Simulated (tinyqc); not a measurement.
Pillar capacitor in an array: capacitance, non-linearity, leakage and relaxation: one step of the calculation.

A film between two metal electrodes, each interface adding a series capacitance ci. The small-signal permittivity is ek (1 + aq E^2); the field is found with the linear permittivity. Leakage J = J0 sinh(E/Ef). After a voltage step the film passes a relaxation current kr C V tt^(-nr), tt being the time in seconds. The sidewall is a coaxial capacitor with radii a = dm/2 and b = dm/2 + t, depth AR dm; the end face is left out.

Problem. Planar capacitance, field and non-linearity. Planar film: Cf = eps0 ek/t, 1/C = 1/Cf + 2/ci, EOT = 3.9 eps0/C, effective permittivity C t/eps0, E = (V/t) C/Cf; quadratic coefficient [C(V)/C - 1]/V^2 with Cf (1 + aq E^2) in C(V).

Inputs (values chosen for the exercise); permittivity of the order of that of tantalum oxide:
- ek = 26.4 (relative permittivity of the film)
- t = 5.4 nm (film thickness)
- ci = 1000 uF/cm^2 (capacitance of each electrode interface (dead layer and screening))
- aq = 0.0052 cm^2/MV^2 (quadratic field coefficient of the permittivity)
- V = 0.5 V (bias)
- J0 = 1e-11 A/cm^2 (leakage prefactor)
- Ef = 0.26 MV/cm (field for an e-fold rise of the leakage)

Constants: eps0 = 8.8541878128e-14 F/cm where lengths are in cm. Results are converted to the units shown.

Wanted: Cf; C; EOT; effective permittivity; E; quadratic coefficient; J.

Solution.

Cf = 4.3287 uF/cm^2
C = 4.2916 uF/cm^2
EOT = 0.80463 nm
effective permittivity = 26.173
E = 0.91798 MV/cm
quadratic coefficient = 17377 ppm/V^2
J = 1.7059e-10 A/cm^2

The interfaces take 0.858 % of the voltage.

Program tinyqc, `OMP_NUM_THREADS=1 python tinyqc.py 2102003 2102004 out.jsonl`; Intel Xeon 2.30GHz, shared host, one thread, about 0.01 s.
